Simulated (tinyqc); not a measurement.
## Single-electron transistor, orthodox theory and master equation: the Coulomb oscillation

A metal island with n extra electrons joins the left lead (voltage V) and the right lead (0 V) by tunnel junctions and couples to a gate. Cs = CL + CR + Cg. Adding electron n + 1 costs mu(n) = [q (n + 1/2) - CL V - Cg Vg]/Cs (in volts); the Fermi levels are -V (left) and 0 (right). A jump that gains the energy W has the rate G(W) = (W/q)/(R [1 - exp(-W/Vt)]), W in volts, Vt = kB T/q. Sequential tunnelling only; I > 0 flows from left to right.

Here V = 40 mV. Onto the island: from the left W = -V - mu(n), from the right W = -mu(n); off the island (n + 1 to n): to the left W = mu(n) + V, to the right W = mu(n). Steady state: p(n + 1)/p(n) = (sum of on rates)/(sum of off rates), normalised. I = q sum_n [p(n + 1) (off to left) - p(n) (on from left)]. Enough charge states are kept that the digits shown do not change.

Inputs (values chosen for the exercise): capacitance of the left junction CL = 0.95 aF; capacitance of the right junction CR = 0.48 aF; gate capacitance Cg = 0.23 aF; resistance of the left junction RL = 620 kohm; resistance of the right junction RR = 31000 kohm; temperature T = 20 K.

Constants: q = 1.602176634e-19 C, kB = 1.380649e-23 J/K, Vt = kB T/q. Results are converted to the units shown.

The Coulomb oscillation:
```
Vg (mV)	I (nA)	mean n
0	3.602e-7	0.000
69.7	5.543e-5	0.000
139	0.005847	0.000
209	0.1320	0.002
279	0.4247	0.010
348	0.7179	0.026
418	0.9550	0.090
488	0.2394	0.824
557	0.001624	0.999
627	7.146e-6	1.000
697	3.693e-7	1.000
766	5.426e-5	1.000
836	0.005990	1.000
906	0.1334	1.002
```

What does the comparison show?

I is largest, 0.955 nA, at Vg = 418 mV and smallest, 3.60e-7 nA, at 0 mV among the rows; the pattern repeats every q/Cg = 697 mV. At zero temperature current flows while mu(0) lies between -V and 0, for Vg from 183 to 472 mV; the mean n moves from 0.00 to 1.00 over the table.

Range of the model: Cotunnelling, which dominates deep in the blockade, is left out.

Computed by the program tinyqc: `OMP_NUM_THREADS=1 python tinyqc.py 2780042 2780043 out.jsonl`, one thread of a shared Intel Xeon 2.30GHz, about 0.01 s for the whole run.
